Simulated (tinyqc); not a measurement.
Gas flow in a process chamber: flow regimes, conductance, effective pumping speed, pump-down, outgassing and purge: one step, computed by the program tinyqc. Command: `OMP_NUM_THREADS=1 python tinyqc.py 3121135 3121136 out.jsonl pump walk`. One thread of a shared host (Intel(R) Xeon(R) Processor @ 2.30GHz), about 0.06 s of CPU time with the checks.

Ideal gas, isothermal flow, a pump of constant speed at the end of a round pipe; process gas, volume gas and outgassing are given the same properties. 1 sccm = 101325 Pa x 1e-6 m^3/60 s x T/273.15 K.

Problem. Purging a well-mixed chamber. With steady flow a contaminant decays as exp(-t/residence time); gas used = flow x time.

Inputs (values chosen for the exercise, modelled on nitrogen near room temperature): temperature T = 300 K; process gas flow = 68 sccm.

residence time = 0.006282417 s

Give: time to dilute 1e3 times; time to dilute 1e6 times; gas used for 1e6.

Solution.

time to dilute 1e3 times = 0.043397 s

time to dilute 1e6 times = 0.086795 s

gas used for 1e6 = 0.098367 standard cm^3
